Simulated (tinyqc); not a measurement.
Comparisons within one model: static screening by free carriers. A value that a table varies takes the place of the one given here.

kF = (3 pi^2 n/Mv)^(1/3), EF = c kF^2/m with c = hbar^2/2m0, n in 1/angstrom^3 (1e-24 per 1/cm^3), e2 = e^2/(4 pi eps0). Thomas-Fermi: qTF^2 = 6 pi e2 n/(eps EF). Debye: qD^2 = 4 pi e2 n/(eps kB T).

F_j(eta) = (1/Gamma(j + 1)) integral_0^infinity x^j dx/(1 + exp(x - eta)), which tends to exp(eta) for eta << 0.

At finite T: qs^2 = qD^2 F_-1/2(eta)/F_1/2(eta), where n = Mv N F_1/2(eta) and N = 2 (m kB T/(4 pi c))^(3/2) with c = hbar^2/2m0, in 1/angstrom^3; times 1e24 for 1/cm^3.

Donor in the screened potential -(e2/eps) exp(-qs r)/r with the trial function exp(-r/a): E(a) = c/(m a^2) - (e2/eps) 4/(a (2 + qs a)^2), e2 = e^2/(4 pi eps0), c = hbar^2/2m0; isotropic mass.

Lindhard at zero temperature: eps(q)/eps = 1 + (qTF/q)^2 L(x), x = q/(2 kF), L(x) = 1/2 + ((1 - x^2)/(4x)) ln|(1 + x)/(1 - x)|.

Constants: hbar^2/2m0 = 3.80998211 eV angstrom^2; e^2/(4 pi eps0) = 14.39964547 eV angstrom; kB = 8.617333262e-05 eV/K; a0 (Bohr radius) = 0.5291772105 angstrom.

Inputs chosen for the exercise (near those of SiC; shifted at random, so the results belong to these values and not to a real crystal):

| symbol | value | unit | meaning |
|---|---|---|---|
| m | 0.3869 | m0 | mass of one isotropic valley |
| Mv | 3 |  | valleys |
| eps | 9.73 |  | background dielectric constant |
| T | 300 | K |  |
| n | 1.5e+18 | 1/cm^3 | carrier density |

## Screening unbinds the donor

All carriers n are taken as free and screen with qs(T); E(a) is minimised over a; a dash marks no bound state. aB = a0 eps/m.

Donor level:

| n (1/cm^3) | n^(1/3) aB | qs aB | E (meV) | a/aB |
|---|---|---|---|---|
| 3.0e+15 | 0.019 | 0.020 | -53.46 | 1.000 |
| 3.0e+16 | 0.041 | 0.062 | -49.04 | 1.003 |
| 1.0e+17 | 0.062 | 0.113 | -44.05 | 1.008 |
| 4.0e+17 | 0.098 | 0.225 | -34.31 | 1.031 |
| 1.0e+18 | 0.133 | 0.354 | -24.93 | 1.073 |
| 3.0e+18 | 0.192 | 0.601 | -11.45 | 1.214 |
| 7.0e+18 | 0.255 | 0.886 | -2.07 | 1.592 |
| 2.0e+19 | 0.361 | 1.359 | - | - |

aB = 13.3 angstrom

The level rises from -53.46 meV at the lowest density to -2.07 meV at 7e+18 1/cm^3, against -55.60 meV unscreened. The trial function finds no bound state from 2e+19 1/cm^3 on, where qs aB = 1.36 and n^(1/3) aB = 0.36. This trial function loses binding at qs aB = 1 and the exact Yukawa problem at 1.19; the Mott rule of thumb is n^(1/3) aB = 0.26.

## From Debye to Thomas-Fermi

Screening lengths (angstrom):

| n (1/cm^3) | eta | Debye | Thomas-Fermi | finite T |
|---|---|---|---|---|
| 5.0e+16 | -5.89 | 166.7 | 21.00 | 166.8 |
| 4.0e+17 | -3.81 | 58.95 | 14.85 | 59.18 |
| 2.0e+18 | -2.16 | 26.36 | 11.35 | 26.87 |
| 7.0e+18 | -0.82 | 14.09 | 9.215 | 15.01 |
| 3.0e+19 | 1.08 | 6.807 | 7.230 | 8.503 |
| 9.0e+19 | 3.25 | 3.930 | 6.020 | 6.285 |
| 4.0e+20 | 9.43 | 1.864 | 4.695 | 4.718 |
| 1.0e+21 | 17.48 | 1.179 | 4.030 | 4.036 |

Debye is within 5 % of the finite-T length up to 2e+18 1/cm^3 of the densities listed and Thomas-Fermi from 9e+19 on. The length goes as n^-0.50 at the low end and n^-0.17 at the high end, against the limits -1/2 and -1/6. Both limits give too short a length.

## Static response in three, two and one dimensions

kF = 0.0245545 1/angstrom
qTF = 0.0839505 1/angstrom

x = q/(2 kF). Response over its long-wave value: L3 as above; L2 = 1 for x <= 1 and 1 - sqrt(1 - 1/x^2) beyond; L1 = ln|(1 + x)/(1 - x)|/(2x).

Response:

| x | L3 | L2 | L1 | eps(q)/eps, Lindhard 3D | Thomas-Fermi |
|---|---|---|---|---|---|
| 0.099 | 0.997 | 1.000 | 1.003 | 298.2 | 299.2 |
| 0.298 | 0.970 | 1.000 | 1.031 | 32.92 | 33.91 |
| 0.497 | 0.913 | 1.000 | 1.097 | 11.80 | 12.83 |
| 0.696 | 0.818 | 1.000 | 1.235 | 5.937 | 7.033 |
| 0.895 | 0.661 | 1.000 | 1.616 | 3.411 | 4.648 |
| 0.974 | 0.557 | 1.000 | 2.223 | 2.716 | 4.080 |
| 1.014 | 0.465 | 0.834 | 2.450 | 2.323 | 3.842 |
| 1.094 | 0.360 | 0.594 | 1.418 | 1.880 | 3.442 |
| 1.293 | 0.233 | 0.366 | 0.796 | 1.407 | 2.748 |
| 1.591 | 0.144 | 0.222 | 0.464 | 1.167 | 2.154 |
| 2.187 | 0.073 | 0.111 | 0.226 | 1.045 | 1.611 |

Next to x = 1 the table has L3 = 0.557 and 0.465, L2 = 1.000 and 0.834, L1 = 2.223 and 2.450: an infinite slope in 3D, a kink in 2D and a logarithmic peak in 1D, where the whole Fermi surface is joined by 2 kF. These features give Friedel oscillations of period pi/kF = 128 angstrom at zero temperature; they wash out once kT nears EF, so this table, for T = 0, describes the gas only where EF is well above kT. Thomas-Fermi overstates eps(q) by 8.7 % at x = 0.497 and by 84.7 % at x = 1.591.

## What sets the screening length

All results formed anew. Each row changes one parameter from the base and keeps the others.

Results:

| case | Debye (angstrom) | Thomas-Fermi (angstrom) | finite T (angstrom) |
|---|---|---|---|
| base | 30.44 | 11.91 | 30.88 |
| n = 3e+18 1/cm^3 | 21.53 | 10.61 | 22.14 |
| m = 0.503 m0 | 30.44 | 10.45 | 30.74 |
| eps = 11.676 | 33.35 | 13.05 | 33.83 |
| T = 360 K | 33.35 | 11.91 | 33.72 |
| Mv = 4 | 30.44 | 10.82 | 30.77 |

The largest shifts from the base row, up to three for each result and ties (the steps differ in size, so this ranks the rows, not the parameters). Debye (angstrom): n -8.92, eps +2.91, T +2.91; unchanged at the printed digits by m and Mv. Thomas-Fermi (angstrom): m -1.46, n -1.30, eps +1.14; unchanged at the printed digits by T. finite T (angstrom): n -8.74, eps +2.95, T +2.83.

tinyqc: `OMP_NUM_THREADS=1 python tinyqc.py 1682499 1682500 out.jsonl`; about 0.01 s, one thread, shared Intel(R) Xeon(R) Processor @ 2.30GHz.
